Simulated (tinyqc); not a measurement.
Raising U: Hubbard chain of 4 sites, mean field against exact. Computed by the program tinyqc. Collinear unrestricted mean field (the lowest of 40 random starts) against exact diagonalisation.

one-body matrix (hopping and site energies) (eV):
```
,1,2,3,4
1,0.0000,-1.1500,0.0000,0.0000
2,-1.1500,0.0000,-1.1500,0.0000
3,0.0000,-1.1500,0.0000,-1.1500
4,0.0000,0.0000,-1.1500,0.0000
```

electrons, up and down: 2  1

Exact and mean-field results (eV):
```
U,U/t,E exact,E mean field,mean |n_up - n_down|,"double occupancy, exact",first gap in the sector
0.570,0.496,-4.16313,-4.14978,0.250,0.111,1.133
1.150,1.000,-3.92139,-3.86819,0.250,0.097,1.088
2.300,2.000,-3.52997,-3.33596,0.250,0.074,0.961
3.450,3.000,-3.23643,-2.87245,0.377,0.055,0.832
4.600,4.000,-3.01660,-2.52003,0.498,0.041,0.719
6.900,6.000,-2.72152,-2.09223,0.626,0.025,0.551
9.200,8.000,-2.53928,-1.92865,0.728,0.016,0.441
13.800,12.000,-2.33264,-1.82606,0.741,0.008,0.310
23.000,20.000,-2.15139,-1.74582,0.747,3.05e-03,0.192
```

What does the comparison show, and why?

In absolute terms mean field is worst at U/t = 6.0, 0.629 eV too high: at small U it is nearly exact, and at large U it still misses the motion of the hole through a fluctuating spin background. Relative to the exact energy its error is 0.3 % at the smallest U, 24 % at most and 19 % at the largest. The double occupancy falls from 0.111 to 0.003.
